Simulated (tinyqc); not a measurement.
The basis set: RHF and MP2 along a ladder of basis sets, for H2, spin multiplicity 1. Computed by the program tinyqc with PySCF. Same geometry throughout; the dipole is taken about the origin.

Geometry (angstrom):
```
atom       x       y       z
H     0.0000  0.0000  0.0000
H     0.0000  0.0000  0.6670
```

RHF and frozen-core MP2 in a ladder of bases:
```
basis    functions  E(RHF) (hartree)  E(MP2 corr) (hartree)  HOMO (eV)  LUMO (eV)  dipole (debye)
sto-3g           2         -1.115208              -0.011527   -16.5976    20.4723          0.0000
3-21g            4         -1.119021              -0.016639   -16.7665     7.7633          0.0000
6-31g            4         -1.123473              -0.016585   -16.8438     7.0109          0.0000
6-31g**         10         -1.127702              -0.026211   -16.8289     7.0218          0.0000
cc-pvdz         10         -1.123161              -0.025693   -16.7499     5.7417          0.0000
cc-pvtz         28         -1.129216              -0.031441   -16.8241     4.8121          0.0000
```

Estimate the missing row, basis = aug-cc-pvdz.

Computed row:
```
basis        functions  E(RHF) (hartree)  E(MP2 corr) (hartree)  HOMO (eV)  LUMO (eV)  dipole (debye)
aug-cc-pvdz         18         -1.123276              -0.026588   -16.7625     1.6955          0.0000
```

From cc-pVDZ to cc-pVTZ the RHF energy falls by 6.1 mhartree and the correlation energy by 5.7. If valence correlation converges as X^-3, (27 E(T) - 8 E(D))/19 gives -0.0339 hartree, a rough estimate from such small X that usually falls short; STO-3G holds about 34 % of it. Beyond STO-3G the LUMO moves by 6.1 eV and the HOMO by 0.1 eV; diffuse functions lower the positive LUMO sharply, since an unbound virtual level tracks the most diffuse function.
